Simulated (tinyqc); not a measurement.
# Worked calculation: current crowding under a contact, resistor ladder against the transmission-line model

Numbers from tinyqc (`OMP_NUM_THREADS=1 python tinyqc.py 2760107 2760108 out.jsonl`; about 0.01 s on one thread of a shared Intel Xeon 2.30GHz). Printed values are rounded.

A metal contact of length d and width W on a thin layer of the same width. The metal has no resistance, the sheet resistance under it equals Rsh, and current enters the layer at the front edge x = 0.

Inputs (values chosen for the exercise):
- Rsh = 26 ohm/sq (sheet resistance of the semiconductor layer)
- rc = 4.6e-7 ohm cm^2 (specific contact resistivity)
- d = 0.68 um (contact length)
- W = 21 um (contact width)
- n = 5 (cells)
- I = 5 mA (current)

## Conductances of the ladder

Cut the contact into n cells of length hc = d/n. Neighbouring cell centres are joined by a = W/(Rsh hc), each centre joins the metal (0 V) by g = W hc/rc, and I enters cell 1 through half a cell: -a v_(i-1) + b_i v_i - a v_(i+1) = I for i = 1 and 0 otherwise, b_i = g + 2 a (g + a at both ends). Rc = v_1/I + 1/(2 a).

a = 5.938914 S
g = 0.06208696 S
b_i, cell 1 to 5 (S): [6.001001, 11.93992, 11.93992, 11.93992, 6.001001]

## Voltages and the share of the current

Cut the contact into n cells of length hc = d/n. Neighbouring cell centres are joined by a = W/(Rsh hc), each centre joins the metal (0 V) by g = W hc/rc, and I enters cell 1 through half a cell: -a v_(i-1) + b_i v_i - a v_(i+1) = I for i = 1 and 0 otherwise, b_i = g + 2 a (g + a at both ends). Rc = v_1/I + 1/(2 a). Cell i passes g v_i to the metal.

| cell | v_i (mV) | share of the current (%) |
|---|---|---|
| 1 | 17.09408 | 21.22639 |
| 2 | 16.43088 | 20.40287 |
| 3 | 15.93946 | 19.79265 |
| 4 | 15.61467 | 19.38934 |
| 5 | 15.45312 | 19.18874 |

Rc of the ladder = 3.503007 ohm

The first cell passes 21.2 % of the current and the last 19.2 %; an even spread would give 20.0 % each.

## The transmission-line result

Transfer length Lt = sqrt(rc/Rsh); front resistance Rc = (Rsh Lt/W) coth(d/Lt); end resistance Re = (Rsh Lt/W)/sinh(d/Lt). v(x) = I (Rsh Lt/W) cosh((d - x)/Lt)/sinh(d/Lt) at the cell centres x = (i - 1/2) d/n.

Lt = 1.330124 um
Rc = 3.497152 ohm
Re = 3.085135 ohm
v(x), cell 1 to 5 (mV): [17.08748, 16.42400, 15.93237, 15.60745, 15.44584]

The ladder's Rc is 0.17 % above this value, with cells 0.10 Lt long.
